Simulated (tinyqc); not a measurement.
# On-chip interconnect, size-dependent resistivity and RC delay: two metals against line width

A rectangular line between two neighbours and two ground planes. Surface and grain-boundary scattering are added to the bulk resistivity as corrections; capacitances are parallel-plate values without fringing; inductance is ignored.

Metal width x = wd - 2 tl, height y = AR wd - tl; grain boundaries (Mayadas-Shatzkes): al = (lam/(gr x)) Rg/(1 - Rg), g = 1/[1 - 3 al/2 + 3 al^2 - 3 al^3 ln(1 + 1/al)] - 1; surfaces (Fuchs-Sondheimer, thick limit): s = (3/8) lam (1 - ps)(1/x + 1/y); rho = rho0 (1 + g + s); r = rho/(x y). The second metal has rho2, lam2 and tl2 in place of rho0, lam and tl; ps, Rg, gr and AR are shared.

Values chosen for this exercise; metal values close to those of copper: bulk resistivity rho0 = 1.63 uohm cm; bulk mean free path lam = 40.6 nm; specular share of surface scattering ps = 0; reflection coefficient of grain boundaries Rg = 0.52; grain size over the metal width gr = 1; aspect ratio, height over width AR = 1.5; liner on both walls and the bottom, not conducting tl = 2 nm; space to the neighbouring lines sp = 100 nm; dielectric height to the planes above and below hd = 200 nm; relative permittivity of the dielectric ek = 2.5; Miller factor of the neighbours Mf = 1; bulk resistivity of the second metal (close to iridium) rho2 = 5.3 uohm cm; mean free path of the second metal lam2 = 7.03 nm; liner of the second metal tl2 = 0.5 nm.

Constants: eps0 = 8.8541878128e-12 F/m. Results are converted to the units shown.

Result of one run:

| wd (nm) | rho, first (uohm cm) | rho, second (uohm cm) | r, first (ohm/um) | r, second (ohm/um) | ratio second/first |
|---|---|---|---|---|---|
| 6.5 | 53.10 | 19.39 | 2.741e4 | 3812 | 0.1391 |

What becomes of these results when the drawn line width wd is changed from 6.5 to 30 nm, all else the same?

Result of the changed run:

| wd (nm) | rho, first (uohm cm) | rho, second (uohm cm) | r, first (ohm/um) | r, second (ohm/um) | ratio second/first |
|---|---|---|---|---|---|
| 30 | 6.922 | 8.079 | 61.91 | 62.61 | 1.011 |

The whole series:

| wd (nm) | rho, first (uohm cm) | rho, second (uohm cm) | r, first (ohm/um) | r, second (ohm/um) | ratio second/first |
|---|---|---|---|---|---|
| 6.5 | 53.10 | 19.39 | 2.741e4 | 3812 | 0.1391 |
| 8 | 34.32 | 16.44 | 8579 | 2042 | 0.2381 |
| 10 | 23.71 | 14.02 | 3040 | 1074 | 0.3534 |
| 13 | 16.52 | 11.88 | 1049 | 521.2 | 0.4968 |
| 17 | 12.04 | 10.27 | 394.2 | 256.8 | 0.6515 |
| 22 | 9.210 | 9.111 | 165.0 | 133.5 | 0.8089 |
| 30 | 6.922 | 8.079 | 61.91 | 62.61 | 1.011 |
| 45 | 5.020 | 7.147 | 18.69 | 24.24 | 1.297 |
| 70 | 3.758 | 6.487 | 5.528 | 8.997 | 1.627 |
| 120 | 2.856 | 5.993 | 1.383 | 2.806 | 2.029 |

The resistivity of the first metal falls from 53.1 to 2.86 uohm cm and that of the second goes from 19.4 to 5.99 uohm cm as the line widens. The products rho0 lam, which set the size effect, are 66.2 and 37.3 uohm cm nm. The two resistances cross at wd = 29.5 nm: below it the second metal gives the lower line resistance. For widths well under the mean free path the thick-limit surface term is only a guide.

Program tinyqc, `OMP_NUM_THREADS=1 python tinyqc.py 2100032 2100033 out.jsonl`; Intel Xeon 2.30GHz, shared host, one thread, about 0.01 s.
